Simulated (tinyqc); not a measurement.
Hueckel theory of the pi electrons, for the molecule Clc1ccc2c(c1)C=C2 (SMILES; centres numbered as the heavy atoms are written), step by step. One step of it, computed by the program tinyqc.

Task: Orbitals. Diagonalise; E = alpha + x beta with beta < 0, so the largest x are filled first; degenerate levels share their electrons. P = sum n_i c_ri c_si; each orbital has its largest coefficient positive (the first on a tie).

Hueckel matrix in units of beta (H = alpha + beta A):
```
          1Cl        2C        3C        4C        5C        6C        7C        8C
1Cl  1.880000  0.410000  0.000000  0.000000  0.000000  0.000000  0.000000  0.000000
2C   0.410000  0.000000  1.000000  0.000000  0.000000  0.000000  1.000000  0.000000
3C   0.000000  1.000000  0.000000  1.000000  0.000000  0.000000  0.000000  0.000000
4C   0.000000  0.000000  1.000000  0.000000  1.000000  0.000000  0.000000  0.000000
5C   0.000000  0.000000  0.000000  1.000000  0.000000  1.000000  0.000000  0.000000
6C   0.000000  0.000000  0.000000  0.000000  1.000000  0.000000  1.000000  1.000000
7C   0.000000  1.000000  0.000000  0.000000  0.000000  1.000000  0.000000  0.000000
8C   0.000000  0.000000  0.000000  0.000000  0.000000  1.000000  0.000000  0.000000
9C   0.000000  0.000000  0.000000  0.000000  1.000000  0.000000  0.000000  1.000000

           9C
1Cl  0.000000
2C   0.000000
3C   0.000000
4C   0.000000
5C   1.000000
6C   0.000000
7C   0.000000
8C   1.000000
9C   0.000000
```

pi electrons, sum of z_r less the charge = 10

Give: x values; occupations; coefficients; charge and bond-order matrix P.

Result:

x values: [2.3761, 1.9994, 1.3898, 1.0797, 0.2532, -0.2694, -1.0990, -1.4922, -2.3577]

occupations: [2.0000, 2.0000, 2.0000, 2.0000, 2.0000, 0.0000, 0.0000, 0.0000, 0.0000]

coefficients:
```
        MO1      MO2      MO3      MO4      MO5      MO6      MO7      MO8
1Cl  0.2194   0.8861  -0.3617  -0.1443  -0.0746  -0.0572   0.0347  -0.0671
2C   0.2655   0.2582   0.4325   0.2816   0.2961   0.2999  -0.2520   0.5518
3C   0.2343   0.1057   0.5505  -0.2060   0.3134  -0.2871  -0.2713  -0.5335
4C   0.2913  -0.0467   0.3326  -0.5040  -0.2168  -0.2226   0.5501   0.2444
5C   0.4579  -0.1991  -0.0882  -0.3382  -0.3683   0.3470  -0.3333   0.1689
6C   0.4628  -0.1640  -0.1561   0.3330  -0.3487  -0.3618  -0.3349  -0.1603
7C   0.3065   0.0471   0.1989   0.5692  -0.2079   0.2297   0.5340  -0.2624
8C   0.3353  -0.1758  -0.3275   0.1286   0.4879  -0.4793   0.1673   0.3326
9C   0.3338  -0.1875  -0.2992  -0.1942   0.4723   0.4909   0.1510  -0.3361

         MO9
1Cl  -0.0218
2C    0.2257
3C   -0.2226
4C    0.2991
5C   -0.4826
6C    0.4831
7C   -0.3006
8C   -0.3557
9C    0.3556
```

charge and bond-order matrix P:
```
         1Cl       2C       3C       4C       5C       6C       7C       8C
1Cl   1.9811   0.1357  -0.0953  -0.0178   0.0644  -0.0186  -0.0591  -0.0373
2C    0.1357   0.9823   0.7248   0.0060  -0.3446   0.0071   0.5565   0.1653
3C   -0.0953   0.7248   1.0196   0.5646  -0.0162  -0.3454   0.0078   0.0122
4C   -0.0178   0.0060   0.5646   0.9973   0.7273  -0.0033  -0.1771  -0.3472
5C    0.0644  -0.3446  -0.0162   0.7273   1.0142   0.5483  -0.0051  -0.0115
6C   -0.0186   0.0071  -0.3454  -0.0033   0.5483   0.9958   0.7302   0.2155
7C   -0.0591   0.5565   0.0078  -0.1771  -0.0051   0.7302   1.0058   0.0022
8C   -0.0373   0.1653   0.0122  -0.3472  -0.0115   0.2155   0.0022   1.0103
9C    0.0161  -0.0080   0.1634   0.0040   0.2166   0.0051  -0.3494   0.8966

          9C
1Cl   0.0161
2C   -0.0080
3C    0.1634
4C    0.0040
5C    0.2166
6C    0.0051
7C   -0.3494
8C    0.8966
9C    0.9936
```
